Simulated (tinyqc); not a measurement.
# Silicon n-p-n transistor, Gummel numbers and transit times: what changes with what

One-dimensional n-p-n transistor in the forward active mode at low injection. In the base p(x) = NB exp(-eta x/wb) and ni(x)^2 = ni^2 exp((g0 + g1 x/wb)/Vt); electrons leave the base at vsat; band spikes at the emitter junction and recombination inside the emitter are ignored.

Parameters, values chosen for the exercise; band and dielectric values close to those of silicon:
```
symbol,value,unit,meaning
T,300,K,temperature
Eg,1.13,eV,band gap
eps_r,11.6,,relative permittivity
Nc,2.83e19,cm^-3,conduction-band density of states at T
Nv,2.64e19,cm^-3,valence-band density of states at T
vsat,1e7,cm/s,saturation velocity
wb,52,nm,neutral base width
NB,1.6e18,cm^-3,base doping at the emitter edge
eta,0,,doping falls as exp(-eta x/wb)
g0,0,eV,gap reduction at the emitter edge of the base
g1,0,eV,further gap reduction across the base (linear)
Dn,8.3,cm^2/s,electron diffusion coefficient in the base
NE,9.8e19,cm^-3,emitter doping
gE,0.129,eV,gap reduction in the emitter (negative: wider gap)
we,90,nm,neutral emitter width
Dp,1.4,cm^2/s,hole diffusion coefficient in the emitter
Se,4e5,cm/s,recombination velocity at the emitter contact
tb,1e-8,s,electron lifetime in the base
NC,1.8e16,cm^-3,collector doping
VCB,0.4,V,collector-base reverse bias
Cj,1.7,fF/um^2,emitter junction capacitance
Rc,16,ohm um^2,emitter plus collector resistance
mp,78,cm^2/(V s),hole mobility in the base
```

Constants: q = 1.602176634e-19 C, kB = 1.380649e-23 J/K, Vt = kB T/q, eps0 = 8.8541878128e-14 F/cm where lengths are in cm. Results are converted to the units shown.

Each table varies one quantity; the others keep the values above.

## Cut-off frequency against collector current

f(x) = p(x) ni^2/ni(x)^2; I(x) = integral from x to wb of f/Dn, plus f(wb)/vsat; base Gummel number GB = I(0); electron density per unit flux n/(J/q) = I/f; base transit time tauB = integral of I/f over the base. ni = sqrt(Nc Nv) exp(-Eg/(2 Vt)), Eg in volts; JC = J0 exp(VBE/Vt), J0 = q ni^2/GB; collector layer one-sided, Wc = sqrt(2 eps0 eps_r (Vbc + VCB)/(q NC)), Vbc = Vt ln(NB exp(-eta) NC/ni^2), Cjc = eps0 eps_r/Wc, tauC = Wc/(2 vsat). Delay 1/(2 pi fT) = tauE + tauB + tauC + tauR with tauE = Vt (Cj + Cjc)/JC and tauR = Rc Cjc. Charge stored in the emitter is left out. The Kirk effect, also left out, sets in near JC = q NC vsat. n(0) = (JC/q) I(0)/f(0).

The same in every row: tauB (ps) = 2.149; tauC (ps) = 1.502; tauR (ps) = 0.005470.

Cut-off frequency against collector current:
```
JC (mA/um^2)  VBE (V)  tauE (ps)  fT (GHz)  JC/(q NC vsat)   n(0)/NB
0.00096        0.7710      54.99     2.714        0.003329  2.721e-4
0.0021         0.7913      25.14     5.528        0.007282  5.952e-4
0.0044         0.8104      12.00     10.17         0.01526  0.001247
0.0095         0.8303      5.556     17.27         0.03294  0.002692
0.02           0.8495      2.639     25.28         0.06935  0.005668
0.044          0.8699      1.200     32.77          0.1526   0.01247
0.094          0.8895     0.5616     37.73          0.3259   0.02664
0.2            0.9091     0.2639     40.60          0.6935   0.05668
0.43           0.9288     0.1228     42.11           1.491    0.1219
```

fT rises from 2.71 to 42.1 GHz as the charging time falls as 1/JC; its limit for vanishing tauE is 43.5 GHz, of which the largest delay is tauB (58.8 %). tauE equals the other delays together at JC = 0.0144 mA/um^2. For JC = 0.2, 0.43 JC nears or passes q NC vsat, where base push-out would lower fT.

## Effect of the neutral base width

ni = sqrt(Nc Nv) exp(-Eg/(2 Vt)), Eg in volts; GE = NE exp(-gE/Vt)(we/Dp + 1/Se); JC = J0 exp(VBE/Vt), J0 = q ni^2/GB; gain limited by back injection GE/GB, by base recombination tb/tauB, together 1/beta = the sum of the inverses; collector layer one-sided, Wc = sqrt(2 eps0 eps_r (Vbc + VCB)/(q NC)), Vbc = Vt ln(p(wb) NC/ni^2), Cjc = eps0 eps_r/Wc; Early voltage VA = GB q p(wb)/(f(wb) Cjc [1/Dn - (eta + g1/Vt)/(wb vsat)]), f(wb) = p(wb) exp(-(g0 + g1)/Vt), p(wb) = NB exp(-eta); tauC = Wc/(2 vsat). Peak fT here means 1/(2 pi (tauB + tauC + Rc Cjc)); base sheet resistance 1/(q mp times the integral of p).

The same in every row: tauC (ps) = 1.502.

Effect of the neutral base width:
```
wb (nm)  GB (s/cm^4)  GE/GB  tb/tauB   beta  VA (V)  tauB (ps)  peak fT (GHz)  base sheet resistance (kohm)
13          4.106e11  14.50  4.314e4  14.50   15.97     0.2318          91.50                         38.47
19          5.263e11  11.32  2.454e4  11.31   20.47     0.4075          83.10                         26.32
29          7.190e11  8.282  1.255e4  8.277   27.97     0.7966          69.07                         17.25
43          9.889e11  6.022     6477  6.016   38.47      1.544          52.16                         11.63
63          1.374e12  4.333     3310  4.327   53.47      3.021          35.14                         7.938
94          1.972e12  3.020     1597  3.014   76.71      6.263          20.48                         5.320
140         2.859e12  2.083    757.2  2.077   111.2      13.21          10.82                         3.572
210         4.208e12  1.415    348.8  1.409   163.7      28.67          5.275                         2.382
```

What does the comparison show?

As wb goes from 13 to 210, beta falls from 14.5 to 1.41, VA rises from 16.0 to 164 V, the peak fT falls from 91.5 to 5.27 GHz and the base sheet resistance falls from 38.5 to 2.38 kohm. The product beta VA changes by a factor of 0.996. Back injection limits the gain in every row. tauB goes as wb^(1.73), between the 2 of diffusion and the 1 of the exit-velocity term. For wb = 63, 94, 140, 210 beta is under 5, where charge stored in the emitter, left out, would cut fT markedly.

Range of the model: Heavy doping makes emitter or base degenerate; gE and g0 are to be read as apparent gap changes that include this.

Numbers from tinyqc (`OMP_NUM_THREADS=1 python tinyqc.py 2320134 2320135 out.jsonl`; about 0.01 s on one thread of a shared Intel Xeon 2.30GHz).
